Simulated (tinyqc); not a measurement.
Position of the support ring: thermal and gravitational stress in a wafer during furnace and rapid thermal processing, and the onset of slip. Computed by tinyqc, a small Python program. Command: `OMP_NUM_THREADS=1 python tinyqc.py 3017670 3017671 out.jsonl slip walk`. One thread of a shared host (Intel(R) Xeon(R) Processor @ 2.30GHz), about 0.01 s of CPU time with the checks.

A thin free disc in plane stress, isotropic; T(r) = T_centre + dT (r/R)^n with n = 2. Stress is positive in tension; sigma_SB = 5.670374419e-8 W/(m^2 K^4), g = 9.80665 m/s^2.

Inputs (values chosen for the exercise, for a model wafer):
```
quantity,value,unit
wafer radius R,100,mm
thickness t,725,micrometre
Poisson ratio nu,0.24,-
density rho,2330,kg/m^3
```

Method. Own weight q = rho g t on a ring of radius b R, x = r/R: moments of an edge-supported plate, M_r = q R^2 (3 + nu)(1 - x^2)/16 and M_t = q R^2 [(3 + nu) - (1 + 3 nu) x^2]/16, less the uniform moment inside the ring load, q R^2 [(1 - nu)(1 - b^2) - 2 (1 + nu) ln b]/8; stress at the lower face = 6 M/t^2.

Stress at the lower face (MPa):
```
b,centre,radial at ring,hoop at ring,largest in size
0.40,-0.30511,-0.36638,-0.33764,0.36638
0.50,-0.15814,-0.25387,-0.20896,0.25387
0.60,-0.03150,-0.16935,-0.10468,0.16935
0.65,0.02665,-0.13513,-0.05923,0.13513
0.70,0.08222,-0.10541,-0.01739,0.10541
0.75,0.13569,-0.07971,0.02134,0.13569
0.80,0.18745,-0.05763,0.05735,0.18745
0.90,0.28703,-0.02314,0.12237,0.28703
1.00,0.38293,0.00000,0.17964,0.38293
```

What follows from these numbers?

Among these rows the largest stress is least, 0.105 MPa, for a ring at 0.7 R, 3.6 times below edge support: the overhang balances the sag of the centre. All values scale as R^2/t.

Extremes, crossings and ranges named in words are read from the listed rows.
